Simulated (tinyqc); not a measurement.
MP2 on RHF in the sto-6g basis, for H2, spin multiplicity 1, step by step. One step of it, computed by the program tinyqc.

Question. Iteration 1: building the Fock matrix. J_ij = sum D_kl (ij|kl), K_ij = sum D_kl (ik|jl); F = H + J - 0.5 K; E = tr D H + tr D J / 2 - 0.25 tr D K + E_nn.

D at the start:
```
          1H 1s     2H 1s
1H 1s  0.949303  0.095508
2H 1s  0.095508  0.949303
```

core Hamiltonian H = T + V (hartree):
```
           1H 1s      2H 1s
1H 1s  -1.010518  -0.739960
2H 1s  -0.739960  -1.010518
```

Two-electron integrals (ij|kl) in chemists' order, unique and non-zero (hartree):
```
(11|11) 0.774999   (21|11) 0.336492   (21|21) 0.182932   (22|11) 0.496979
(22|21) 0.336492   (22|22) 0.774999
```

nuclear repulsion = 0.56116353 hartree

Give: Coulomb J; exchange K; Fock matrix F; total energy of this density.

Answer.

Coulomb J (hartree):
```
        1H 1s   2H 1s
1H 1s  1.2718  0.6738
2H 1s  0.6738  1.2718
```

exchange K (hartree):
```
        1H 1s   2H 1s
1H 1s  0.9736  0.7038
2H 1s  0.7038  0.9736
```

Fock matrix F (hartree):
```
         1H 1s    2H 1s
1H 1s  -0.2256  -0.4181
2H 1s  -0.4181  -0.2256
```

total energy of this density = -0.722859 hartree

This density is the starting one; it is not idempotent, so its energy is not variational and may lie below the converged one.
